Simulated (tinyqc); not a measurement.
Ballistic transport through the one-dimensional subbands of a rectangular nanowire or nanosheet channel. Changing the height a. Computed by tinyqc, a small Python program. Command: `OMP_NUM_THREADS=1 python tinyqc.py 3020402 3020403 out.jsonl wire sweep`. One thread of a shared host (Intel(R) Xeon(R) Processor @ 2.30GHz), about 0.08 s of CPU time with the checks.

Hard walls, parabolic subbands, transport along x. Energies are counted from the bulk conduction band edge at the top of the barrier, which the gate pulls down by U; the source Fermi level lies at the bulk edge when U = 0.

Inputs (values chosen for the exercise, modelled on silicon):

| quantity | value | unit |
|---|---|---|
| light mass m_t | 0.2 | m_0 |
| heavy mass m_l | 0.928 | m_0 |
| width b | 6.8 | nm |
| equivalent oxide thickness t | 1.6 | nm |
| gate voltage above flat band V_G | 0.48 | V |
| drain voltage V_D | 0.01 | V |
| temperature T | 300 | K |
| mean free path for back-scattering lambda | 160 | nm |
| channel length L | 13 | nm |

Valleys: silicon [100] wire.

Constants: hbar^2/(2 m_0) = 3.80998212 eV angstrom^2; k_B = 8.617333262e-05 eV/K; m_0 = 9.1093837015e-31 kg; k_B = 1.380649e-23 J/K; hbar = 1.054571817e-34 J s; eps_0 = 8.8541878128e-12 F/m; e = 1.602176634e-19 C; h = 6.62607015e-34 J s.

Method:
- E_pq = (hbar^2 pi^2/2)(p^2/(m_y b^2) + q^2/(m_z a^2)); valley pairs: (m_x, m_y, m_z) = (m_t, m_t, m_l), (m_t, m_l, m_t), (m_l, m_t, m_t), each with degeneracy g = 2; the 10 lowest subbands are kept.
- F_j(eta) = (1/Gamma(j + 1)) int_0^infinity x^j/(1 + exp(x - eta)) dx, F_0 = ln(1 + exp(eta)). Integrals over x = E/(k_B T) use 160 Gauss-Legendre points in u = sqrt(x) from 0 to sqrt(max(eta, 0) + 32).
- With degeneracy g = 2, eta_i = (U - E_i)/(k_B T) and u = e V_D/(k_B T): line density n = sum_i g sqrt(2 m_x k_B T/pi)/(2 hbar) [F_-1/2(eta_i) + F_-1/2(eta_i - u)]; gate: e n = C_ox (V_G - U/e), C_ox = 3.9 eps_0 2 (a + b)/t (flat-plate estimate); I = (2 e k_B T/h) sum_i g [F_0(eta_i) - F_0(eta_i - u)].
- Linear conductance G = (2 e^2/h) sum_i g f(eta_i), g = 2, f = 1/(1 + exp(-eta_i)), with the barrier frozen at the eta_i above; current per perimeter I/(2(a + b)); with scattering, transmission lambda/(lambda + L) and low-bias resistance (1 + L/lambda)/G.

One run for each value:

| height a (nm) | current per perimeter (microampere/micrometre) | ballistic current I (microampere) | line density n (1/nm) | mean velocity I/(e n) (1e7 cm/s) | open modes sum g f |
|---|---|---|---|---|---|
| 2.5 | 87.57 | 1.6288 | 0.7586 | 0.13401 | 2.1711 |
| 3.0 | 97.90 | 1.9189 | 0.8509 | 0.14075 | 2.6167 |
| 3.6 | 119.22 | 2.4797 | 0.9797 | 0.15799 | 3.4775 |
| 4.3 | 135.50 | 3.0080 | 1.1190 | 0.16778 | 4.2663 |
| 5.1 | 144.03 | 3.4278 | 1.2572 | 0.17018 | 4.8791 |
| 6.2 | 148.38 | 3.8578 | 1.4234 | 0.16916 | 5.4937 |
| 7.4 | 150.53 | 4.2751 | 1.5881 | 0.16802 | 6.0884 |
| 8.8 | 153.46 | 4.7880 | 1.7709 | 0.16875 | 6.8336 |

What does the table show, and why?

Over the rows, current per perimeter (microampere/micrometre) rises from 87.6 to 153 (exponent d ln y / d ln x 0.61 between the first rows and 0.11 between the last); ballistic current I (microampere) rises from 1.63 to 4.79 (exponent d ln y / d ln x 0.90 between the first rows and 0.65 between the last); line density n (1/nm) rises from 0.759 to 1.77 (exponent d ln y / d ln x between 0.62 and 0.77). V_G is held fixed; thinning the wire lifts the subbands as 1/a^2, which acts as a threshold shift.

Caution (rows 8.80): the tenth subband is still occupied, so the truncation to ten understates charge and current.

Extremes, crossings and ranges named in words are read from the listed rows.
